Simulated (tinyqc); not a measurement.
Hueckel theory of the pi electrons with the omega technique, for the molecule C=C1C=CC=CC(C=O)=C1 (SMILES; centres numbered as the heavy atoms are written), step by step. One step of it, computed by the program tinyqc.

Question. Orbitals, round 2. Diagonalise; E = alpha + x beta with beta < 0, so the largest x are filled first; degenerate levels share their electrons. P = sum n_i c_ri c_si; each orbital has its largest coefficient positive (the first on a tie).

matrix after round 1, order 1C, 2C, 3C, 4C, 5C, 6C, 7C, 8C, 9O, 10C:
```
[[-0.029988, 1.000000, 0.000000, 0.000000, 0.000000, 0.000000, 0.000000, 0.000000, 0.000000, 0.000000],
 [1.000000, 0.002588, 1.000000, 0.000000, 0.000000, 0.000000, 0.000000, 0.000000, 0.000000, 1.000000],
 [0.000000, 1.000000, 0.007032, 1.000000, 0.000000, 0.000000, 0.000000, 0.000000, 0.000000, 0.000000],
 [0.000000, 0.000000, 1.000000, 0.005890, 1.000000, 0.000000, 0.000000, 0.000000, 0.000000, 0.000000],
 [0.000000, 0.000000, 0.000000, 1.000000, 0.004033, 1.000000, 0.000000, 0.000000, 0.000000, 0.000000],
 [0.000000, 0.000000, 0.000000, 0.000000, 1.000000, 0.009528, 1.000000, 0.000000, 0.000000, 0.000000],
 [0.000000, 0.000000, 0.000000, 0.000000, 0.000000, 1.000000, -0.001881, 1.000000, 0.000000, 1.000000],
 [0.000000, 0.000000, 0.000000, 0.000000, 0.000000, 0.000000, 1.000000, 0.058384, 1.000000, 0.000000],
 [0.000000, 0.000000, 0.000000, 0.000000, 0.000000, 0.000000, 0.000000, 1.000000, 0.905717, 0.000000],
 [0.000000, 1.000000, 0.000000, 0.000000, 0.000000, 0.000000, 1.000000, 0.000000, 0.000000, 0.038697]]
```

pi electrons, sum of z_r less the charge = 10

Give: x values; occupations; coefficients; charge and bond-order matrix P.

Answer.

x values: [2.2243, 1.7667, 1.4252, 1.1610, 0.2388, -0.2569, -0.5219, -1.0954, -1.8837, -2.0580]

occupations: [2.0000, 2.0000, 2.0000, 2.0000, 2.0000, 0.0000, 0.0000, 0.0000, 0.0000, 0.0000]

coefficients, order 1C, 2C, 3C, 4C, 5C, 6C, 7C, 8C, 9O, 10C:
```
[[0.1635, -0.2167, -0.2899, 0.0202, 0.6445, -0.3340, -0.3188, -0.3573, -0.1869, -0.2253],
 [0.3686, -0.3893, -0.4219, 0.0240, 0.1732, 0.0758, 0.1568, 0.3807, 0.3465, 0.4568],
 [0.2733, -0.3874, -0.0417, 0.3536, -0.3568, -0.2598, 0.4541, -0.0081, -0.4275, -0.2542],
 [0.2374, -0.2924, 0.3627, 0.3840, -0.2559, -0.0072, -0.3970, -0.3718, 0.4617, 0.0682],
 [0.2533, -0.1275, 0.5565, 0.0899, 0.2972, 0.2617, -0.2445, 0.4175, -0.4449, 0.1136],
 [0.3250, 0.0677, 0.4281, -0.2799, 0.3257, -0.0611, 0.5256, -0.0873, 0.3782, -0.3023],
 [0.4665, 0.2465, 0.0496, -0.4122, -0.2226, -0.2455, -0.0348, -0.3211, -0.2711, 0.5115],
 [0.3314, 0.4508, -0.0889, 0.1464, -0.1325, -0.4505, -0.2899, 0.4910, 0.1712, -0.2875],
 [0.2514, 0.5237, -0.1711, 0.5737, 0.1987, 0.3875, 0.2031, -0.2453, -0.0614, 0.0970],
 [0.3821, -0.0826, -0.2685, -0.3459, -0.2467, 0.5741, -0.2176, -0.0526, -0.0393, -0.4618]]
```

charge and bond-order matrix P, order 1C, 2C, 3C, 4C, 5C, 6C, 7C, 8C, 9O, 10C:
```
[[1.1470, 0.7581, -0.1642, -0.3203, 0.2021, 0.2371, -0.2866, -0.2003, 0.2337, -0.0156],
 [0.7581, 0.9919, 0.4317, 0.0264, -0.0763, -0.0751, 0.0132, -0.0706, 0.0183, 0.4704],
 [-0.1642, 0.4317, 0.9577, 0.7802, 0.0422, -0.3409, -0.0728, 0.0373, 0.0098, 0.2268],
 [-0.3203, 0.0264, 0.7802, 0.9726, 0.5154, 0.0436, -0.0894, 0.0095, 0.0278, -0.1044],
 [0.2021, -0.0763, 0.0422, 0.5154, 0.9730, 0.7671, 0.0222, -0.0984, 0.0247, -0.2931],
 [0.2371, -0.0751, -0.3409, 0.0436, 0.7671, 0.9558, 0.4649, 0.0321, -0.1039, 0.0402],
 [-0.2866, 0.0132, -0.0728, -0.0894, 0.0222, 0.4649, 1.0006, 0.4609, -0.0857, 0.6841],
 [-0.2003, -0.0706, 0.0373, 0.0095, -0.0984, 0.0321, 0.4609, 0.7200, 0.7846, 0.1905],
 [0.2337, 0.0183, 0.0098, 0.0278, 0.0247, -0.1039, -0.0857, 0.7846, 1.4705, -0.2975],
 [-0.0156, 0.4704, 0.2268, -0.1044, -0.2931, 0.0402, 0.6841, 0.1905, -0.2975, 0.8109]]
```
